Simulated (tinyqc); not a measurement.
# Doping from two capacitances

Question. An abrupt p-n junction obeys 1/C^2 = 2 (Vbi - V)/(q eps0 eps_r Ne), Ne = Na Nd/(Na + Nd), Vbi = Vt ln(Na Nd/ni^2), V the bias of the p side. Nd is known to be the larger doping. Find Ne, Vbi, Na and Nd.

Parameters, values chosen for the exercise:

| symbol | value | unit | meaning |
|---|---|---|---|
| T | 300 | K | temperature |
| eps_r | 11.7 |  | relative permittivity |

Constants: q = 1.602176634e-19 C, kB = 1.380649e-23 J/K, Vt = kB T/q, eps0 = 8.8541878128e-14 F/cm where lengths are in cm. Results are converted to the units shown.

C at V = -0.3 and -6.3 V (nF/cm^2): [139.49082, 57.833187]
ni = 7.1575452e9 cm^-3

Solution. The slope of 1/C^2 against -V gives Ne and its intercept Vbi. Then Na Nd = ni^2 exp(Vbi/Vt) and Na + Nd = Na Nd/Ne, so both are roots of one quadratic.

Ne = 2.920e17 cm^-3
Vbi = 0.9455 V
Na = 4.300e17 cm^-3
Nd = 9.100e17 cm^-3

Computed by the program tinyqc: `OMP_NUM_THREADS=1 python tinyqc.py 2000072 2000073 out.jsonl`, one thread of a shared Intel Xeon 2.30GHz, about 0.02 s for the whole run.
